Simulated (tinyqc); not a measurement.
## Round nanowire with a gate all round, subbands and threshold shift from confinement: confinement against the diameter

Undoped body with a flat potential across it, hard walls, transport along x. One isotropic valley (g = 1, mx = my = mz = me). Non-parabolicity enters the subband edges through E (1 + al E) = gamma, so E = 2 gamma/(1 + sqrt(1 + 4 al gamma)); motion within a subband is taken as parabolic with the band-edge mass. Energies are counted from the bulk band edge.

gamma = C (2 z/(t + dl))^2 (1/my + 1/mz)/2, z the zeros of the Bessel functions J_l (2.404826, 3.831706, 5.135622, 5.520078, ...), twofold for l > 0; the mean inverse mass is an approximation for anisotropic valleys, C = hbar^2/(2 m0). Each subband has N_k = g sqrt(2 mx m0 kB T/(pi hbar^2)); without degeneracy n = exp(EF/Vt) sum N_k exp(-E_k/Vt). Classical value Nc times pi t^2/4, Nc = sum over valleys of 2 g (m m0 kB T/(2 pi hbar^2))^1.5 with m = (mx my mz)^(1/3). Threshold shift dVT = Vt ln(classical value/sum N_k exp(-E_k/Vt)). With degeneracy n = sum N_k F((EF - E_k)/Vt), F(x) = (1/sqrt(pi)) int_0^infinity u^(-1/2) du/(1 + exp(u - x)); gate: Vg = EF + q n/(Cg P), P = pi t, summed over the 60 lowest subbands at most, with Vg counted from the value that would put EF at the bulk band edge of an empty body. The last two columns are for Vg = 0.7 V; sensitivity d(dVT)/dt by central differences between 0.99 and 1.01 times the value.

Values chosen for this exercise; masses close to those of In0.53Ga0.47As:
```
symbol,value,unit,meaning
T,400,K,temperature
me,0.0418,m0,mass at the band edge
al,1.2,1/eV,non-parabolicity
dl,0,nm,widening of the box by penetration into the insulator
Cg,3.5,uF/cm^2,gate capacitance per area of interface
```

Constants: q = 1.602176634e-19 C, kB = 1.380649e-23 J/K, hbar = 1.054571817e-34 J s, m0 = 9.1093837015e-31 kg, Vt = kB T/q, hbar^2/(2 m0) = 0.0380998212 eV nm^2. Results are converted to the units shown.

Result of one run:
```
t (nm),E_1 (meV),gap to the next edge (meV),dVT (mV),sensitivity (mV/nm),n/P (cm^-2),share of the lowest subband (%)
20,49.74,67.57,38.18,-2.871,5.838e12,11.21
```

What becomes of these results when the diameter t is changed from 20 to 4.8 nm, all else the same?

Result of the changed run:
```
t (nm),E_1 (meV),gap to the next edge (meV),dVT (mV),sensitivity (mV/nm),n/P (cm^-2),share of the lowest subband (%)
4.8,550.9,484.9,450.6,-149.9,1.256e12,100.0
```

The whole series:
```
t (nm),E_1 (meV),gap to the next edge (meV),dVT (mV),sensitivity (mV/nm),n/P (cm^-2),share of the lowest subband (%)
3,1041,806.9,908.7,-423.4,5.816e7,100.0
3.8,762.5,627.2,646.1,-253.4,1.170e11,100.0
4.8,550.9,484.9,450.6,-149.9,1.256e12,100.0
6.1,387.0,367.9,303.2,-85.04,1.696e12,98.57
7.7,268.9,276.7,201.1,-47.23,2.524e12,61.02
9.8,180.5,201.7,129.2,-24.40,3.269e12,40.14
12,127.1,151.5,89.05,-13.41,4.039e12,27.19
16,75.52,97.61,54.17,-5.544,5.048e12,16.43
20,49.74,67.57,38.18,-2.871,5.838e12,11.21
```

As t grows from 3 to 20 nm, E_1 falls from 1040 to 49.7 meV and dVT falls from 909 to 38.2 mV. E_1 goes as t^(-1.32) at the thin end (-2 for a parabolic band without penetration); a thickness error of 0.2 nm moves the threshold by 85 mV in the first row and 0.57 mV in the last. The charge per interface area rises from 5.82e7 to 5.84e12 cm^-2. For t = 6.1, 7.7, 9.8, 12, 16, 20 the charge in the last two columns would bend the potential across the body by some 30 mV or more, which is left out.

Range of the model: Non-parabolicity also makes carriers heavier within each subband, which is left out, so densities of states are understated at high energy.

tinyqc, about 0.1 s, one thread, Intel Xeon 2.30GHz (shared host): `OMP_NUM_THREADS=1 python tinyqc.py 2350171 2350172 out.jsonl`
